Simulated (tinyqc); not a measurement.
From results back to parameters: parabolic quantum dot in a magnetic field (Fock-Darwin). Two cases, with inputs chosen for the exercise.

Problem. The two far-infrared modes of a parabolic dot are W +/- wc/2 with W = sqrt(w0^2 + wc^2/4) and hbar wc = 2 muB B/m. They were computed from hidden w0 and m.

Constants: muB = 5.788381798e-05 eV/T.

Case 1.

Values chosen (out of a larger set: near those of a gate-defined dot in Si; not measured data): B = 9.96 T (magnetic field).

modes (meV): 11.52046  5.28104

Case 2.

Values chosen (out of a larger set: near those of a gate-defined dot in GaAs; not measured data): B = 4.26 T (magnetic field).

modes (meV): 11.39778  4.17713

Find: hbar wc; m; hbar w0.

Solution. Their difference is hbar wc and their product (hbar w0)^2.

Case 1.

hbar wc = 6.239 meV
m = 0.1848 m0
hbar w0 = 7.80 meV

Case 2.

hbar wc = 7.221 meV
m = 0.0683 m0
hbar w0 = 6.90 meV

Computed by tinyqc, one run a case: `OMP_NUM_THREADS=1 python tinyqc.py N N+1 out.jsonl` with N = 1252519, 1252689; one thread of a shared Intel(R) Xeon(R) Processor @ 2.30GHz, about 0.07 s a run at most.
